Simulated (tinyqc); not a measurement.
Transistor under a ferroelectric capacitor (negative capacitance), static model: one step of the calculation.

A ferroelectric film of thickness tf lies between the gate and an inner metal at potential v, which drives an ordinary transistor. One domain, P = Q (background permittivity neglected): Vg = v + tf (2 al Q + 4 be Q^3), al = -3 sqrt(3) Ec/(4 Pr), be = 3 sqrt(3) Ec/(8 Pr^3). Gate charge Q(v) = Qi + Cp v with the channel charge Qi = Cox n Vt ln(1 + exp((v - VT)/(n Vt))). Q in uC/cm^2, E in kV/cm; 1 nm times 1 kV/cm is 1e-4 V. Domains, leakage and the switching time are left out.

Question. Inner potential by Newton steps. f = v + tf (2 al Q + 4 be Q^3) - Vg, f' = 1 + C tf (2 al + 12 be Q^2) with C = Cox/(1 + exp(-(v - VT)/(n Vt))) + Cp; v(new) = v - f/f'.

Values chosen for this exercise; Pr and Ec close to those of hafnium oxide based films: temperature T = 273 K; capacitance of the inner oxide Cox = 4.4 uF/cm^2; overlap capacitance per gate area Cp = 0.46 uF/cm^2; threshold of the inner transistor VT = 0.25 V; subthreshold factor of the inner transistor n = 1.05; ferroelectric thickness tf = 18 nm; gate voltage Vg = 0.44 V.

Constants: q = 1.602176634e-19 C, kB = 1.380649e-23 J/K, Vt = kB T/q. Results are converted to the units shown.

v at the start = 0.44 V
al = -41.569219 kV cm/uC
be = 0.033255376 kV cm^5/uC^3

Give: Q; f; f'; v after iteration 1.

Answer.

Q = 1.0384 uC/cm^2
f = -0.15514 V
f' = 0.27677
v after iteration 1 = 1.0005 V

Computed by the program tinyqc: `OMP_NUM_THREADS=1 python tinyqc.py 2860059 2860060 out.jsonl`, one thread of a shared Intel Xeon 2.30GHz, about 0.02 s for the whole run.
